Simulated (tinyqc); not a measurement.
# Mobility of a non-polar semiconductor in the relaxation-time approximation, step by step

A worked calculation. Computed by tinyqc, a small Python program that keeps every step. Command: `OMP_NUM_THREADS=1 python tinyqc.py 3015640 3015641 out.jsonl rta walk`. One thread of a shared host (Intel(R) Xeon(R) Processor @ 2.30GHz), about 0.01 s of CPU time with the checks. Intermediate numbers are printed to about 5 digits and carried at full precision; extremes and crossings named in words are read from the listed rows.

Each valley is treated as a sphere of mass m_d for states and rates, with one isotropic relaxation time; the conductivity mass m_c sets the current.

Inputs (values chosen for the exercise, modelled on electrons in diamond):
```
quantity,value,unit
longitudinal mass m_l,1.54,m_0
transverse mass m_t,0.285,m_0
equivalent valleys Z,6,-
non-parabolicity alpha,0.19,1/eV
static permittivity eps_s,5.7,-
density rho,3515,kg/m^3
sound velocity v_l,17700,m/s
acoustic deformation potential D_A,8.3,eV
phonon energy hbar w,137,meV
optical or intervalley deformation potential D_o,8.3,1e8 eV/cm
final valleys Z_f,5,-
carrier density n,5.2e+14,1/cm^3
compensation ratio C,0,-
temperature T,300,K
alloy fraction x,0.19,-
alloy potential U,0.65,eV
lattice constant a,3.57,angstrom
```

Band: Kane. Impurity formula: Conwell-Weisskopf. Further scattering: alloy.

Constants: k_B = 8.617333262e-05 eV/K; m_0 = 9.1093837015e-31 kg; e = 1.602176634e-19 C; hbar = 1.054571817e-34 J s; eps_0 = 8.8541878128e-12 F/m; k_B = 1.380649e-23 J/K; hbar = 6.582119569e-16 eV s.

## Masses

m_d = (m_l m_t^2)^(1/3); 1/m_c = (1/m_l + 2/m_t)/3; Hall mass factor A = 3 K_m (K_m + 2)/(2 K_m + 1)^2, K_m = m_l/m_t; N_I = n (1 + C)/(1 - C).

density-of-states mass m_d = 0.50012 m_0

conductivity mass m_c = 0.39129 m_0

Hall mass factor A = 0.86090

ionised impurity density N_I = 5.20e+14 1/cm^3

## Fermi level and screening

Kane band: hbar^2 k^2/(2 m) = E (1 + alpha E), speed v = hbar k/(m (1 + 2 alpha E)), states per spin, volume and energy g(E) = m k (1 + 2 alpha E)/(2 pi^2 hbar^2); overlap factors are set to 1. Here m = m_d. Masses are multiplied by m_0 and all formulas are in SI units. The reduced Fermi level eta = E_F/(k_B T) solves n = 2 Z int g f dE with f = 1/(1 + exp(x - eta)) (Z = 1 unless valleys are given); screening length L_s = sqrt(eps_s eps_0 k_B T/(e^2 dn/deta)), dn/deta = 2 Z int g f (1 - f) dE. Integrals over x = E/(k_B T) use 160 Gauss-Legendre points in u = sqrt(x) from 0 to sqrt(max(eta, 0) + 32).

reduced Fermi level eta = -11.555

screening length L_s = 125.14 nm

The gas is non-degenerate (eta < -2), and L_s is close to the Debye length.

## Rates at a few energies

Phonon occupation N_q = 1/(exp(hbar w/(k_B T)) - 1). Acoustic deformation potential (elastic, equipartition, absorption and emission together): 1/tau = 2 pi k_B T D_A^2 g(E)/(hbar rho v_l^2). Optical or intervalley deformation potential: 1/tau = (pi Z_f D_o^2/(rho w)) [N_q g(E + hbar w) + (N_q + 1) g(E - hbar w)], with g = 0 below the band edge. Each optical term is multiplied by (1 - f(E'))/(1 - f(E)), E' the final energy, for Pauli blocking. Singly charged impurities, momentum relaxation: 1/tau = N_I e^4 m (1 + 2 alpha E) Phi/(8 pi (eps_s eps_0)^2 hbar^3 k^3), with alpha = 0 for a parabolic band. Conwell-Weisskopf: Phi = ln(1 + y^2), y = 4 pi eps_s eps_0 E N_I^(-1/3)/e^2 (largest impact parameter N_I^(-1/3)/2). Alloy disorder: 1/tau = (2 pi/hbar) Omega x (1 - x) U^2 g(E), Omega = a^3/4 (other conventions for Omega rescale U).

Rates (1e12/s) at E = (max(eta, 0) + 0.5, 1, 2, 4) k_B T:
```
E (meV),acoustic,optical,ionised impurity,alloy
12.93,0.3408,0.059477,0.11096,0.9729
25.85,0.4850,0.062350,0.05370,1.3843
51.70,0.6942,0.067898,0.02419,1.9816
103.41,1.0056,0.078412,0.01043,2.8703
```

## Mobility for each process alone

mu = (m_d/m_c) (2 Z e/(3 n k_B T)) int g v^2 tau f (1 - f) dE. Averages over x are split at the emission threshold x_0 = hbar w/(k_B T): 64 Gauss-Legendre points in sqrt(x) below it and 128 in sqrt(x - x_0) above it, up to x = max(eta, 0) + 32.

acoustic mobility = 6733.1 cm^2/(V s)

optical mobility = 60358 cm^2/(V s)

ionised impurity mobility = 2.5059e+05 cm^2/(V s)

alloy mobility = 2358.8 cm^2/(V s)

## All processes together

Rates are added at each energy before the average. With <y> = int g v^2 y f (1 - f) dE: Hall factor r_H = A (3 n k_B T/(2 Z m_d)) <tau^2/(1 + 2 alpha E)>/<tau>^2 (alpha = 0 for a parabolic band); Hall mobility r_H mu; |S| = (k_B/e) (<x tau>/<tau> - eta); resistivity 1/(n e mu).

drift mobility mu = 1624.8 cm^2/(V s)

Hall factor r_H = 0.99983

Hall mobility = 1624.5 cm^2/(V s)

Seebeck coefficient |S| = 1164.3 microvolt/K

resistivity = 7.3872 ohm cm

Taking r_H = 1 in a Hall measurement would give a density 1.00 times the true one. Caution: diamond forms no such random alloy, so the alloy term is a formal exercise. Caution: n is taken as given; at low temperature (in diamond even at 300 K) real dopants can freeze out, which changes n and N_I.

## Matthiessen's rule against the full average

Matthiessen's rule adds 1/mu of the separate processes.

Separate mobilities:
```
process,mu (cm^2/(V s)),share of the sum of 1/mu (%)
acoustic,6.7331e+03,25.045
optical,6.0358e+04,2.794
ionised impurity,2.5059e+05,0.673
alloy,2.3588e+03,71.489
```

mobility by Matthiessen's rule = 1686.3 cm^2/(V s)

excess of Matthiessen's rule over the full mu = 3.7828 %

The rule gives 1686 against the full 1625, 3.8 % too high; it can only overestimate, since each separate average is carried by the energies where that process is weak. The largest shares are alloy (71 %) and acoustic (25 %).

Checks made by the program: the sum rule (2 Z/(3 k_B T)) int g v^2 (1 + 2 alpha E) f (1 - f) dE = n/m_d (relative difference 2e-10).
